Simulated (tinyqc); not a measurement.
Inside a calculation: Fermi-Dirac statistics of conduction electrons. Values are carried at full precision from step to step, so a last printed digit may differ when a step is redone from the rounded ones.

Constants: hbar^2/2m0 = 3.80998211 eV angstrom^2; kB = 8.617333262e-05 eV/K; e^2/(4 pi eps0) = 14.39964547 eV angstrom.

Values chosen for the exercise (near those of Si, lowest valleys alone; not measured data):
- m = 1.0614 m0 (density-of-states mass of the conduction band)
- T = 230 K
- n = 2.2e+20 1/cm^3 (electron density)
- eps = 11.7 (static dielectric constant)
- alpha = 0.46 1/eV (non-parabolicity)

## Reduced density

N = 2 (m kB T/(4 pi c))^(3/2) with c = hbar^2/2m0, in 1/angstrom^3; times 1e24 for 1/cm^3; u = n/Nc.

kT = 0.019820 eV
Nc = 1.8420e+19 1/cm^3
u = n/Nc = 11.943

## Reduced Fermi level by five rules

F_j(eta) = (1/Gamma(j + 1)) integral_0^infinity x^j dx/(1 + exp(x - eta)), which tends to exp(eta) for eta << 0.

With u = n/Nc: Boltzmann eta = ln u; Joyce-Dixon eta = ln u + u/sqrt(8) - 4.95009e-3 u^2 + 1.48386e-4 u^3 - 4.42563e-6 u^4; Nilsson eta = ln u/(1 - u^2) + v/(1 + (0.24 + 1.08 v)^-2) with v = (3 sqrt(pi) u/4)^(2/3); fully degenerate limit eta = v; exact: F_1/2(eta) = u.

Find eta = (EF - Ec)/kT by each rule.

eta: Boltzmann 2.480, Joyce-Dixon 6.159, Nilsson 6.175, degenerate 6.317, exact 6.181

Against the exact value the errors are Boltzmann -3.701, Joyce-Dixon -0.021, Nilsson -0.005, degenerate limit +0.136 (in kT).

## Exact eta by Newton steps

Solve ln F_1/2(eta) = ln u from the Boltzmann value; dF_1/2/d eta = F_-1/2, so the step is -ln(F_1/2/u) F_1/2/F_-1/2. Stop below 1e-9.

Newton steps:
```
step       eta    F_1/2   F_-1/2  step taken
1     2.480165  3.57400  1.65858        2.60
2     5.079958  9.04280  2.49438        1.01
3     6.088495  11.6889  2.74838      0.0916
4     6.180052  11.9415  2.77015    0.000624
5     6.180676  11.9432  2.77030    2.86e-08
6     6.180676  11.9432  2.77030    4.79e-16
```

Converged in 6 steps.

## Mean energy, Einstein relation and screening

eta = 6.18068

Mean kinetic energy <E> = (3/2) kT F_3/2/F_1/2; D/mu = (kT/e) F_1/2/F_-1/2; dn/dEF = (Nc/kT) F_-1/2; screening length L = (4 pi (e^2/(4 pi eps0)) (dn/dEF)/eps)^(-1/2), with dn/dEF in 1/(angstrom^3 eV) (1/cm^3 = 1e-24/angstrom^3).

F_-1/2, F_1/2, F_3/2: 2.770  11.94  33.15

<E> = 82.52 meV
D/mu = 85.45 mV
dn/dEF = 2.575e+21 1/(cm^3 eV)
L = 5.011 angstrom

The gas is degenerate. D/mu is 4.311 times kT/e and <E> is 2.776 times (3/2) kT; the Debye formula, with n/kT in place of dn/dEF, would give L = 2.414 angstrom.

## Fermi level in the non-parabolic band

Non-parabolic band E (1 + alpha E) = c k^2/m: n = Nc (2/sqrt(pi)) integral_0^infinity sqrt(x (1 + a x)) (1 + 2 a x) dx/(1 + exp(x - eta)) with a = alpha kT and eta = (EF - Ec)/kT; a = 0 gives n = Nc F_1/2(eta).

Solve for eta at the same n.

a = 0.00912
eta = 5.812
EF - Ec = 115.19 meV

The extra states lower EF by 7.31 meV against the parabolic band.

## Checks

- Non-parabolic integral at a = 0 against F_1/2(2): both 2.823721.
- F_1/2(40) against the Sommerfeld form (4/(3 sqrt(pi))) eta^(3/2) (1 + pi^2/(8 eta^2)): both 190.45.

Run: tinyqc, `OMP_NUM_THREADS=1 python tinyqc.py 1652541 1652542 out.jsonl`; Intel(R) Xeon(R) Processor @ 2.30GHz, one thread, shared host; about 0.01 s of CPU time with all checks.
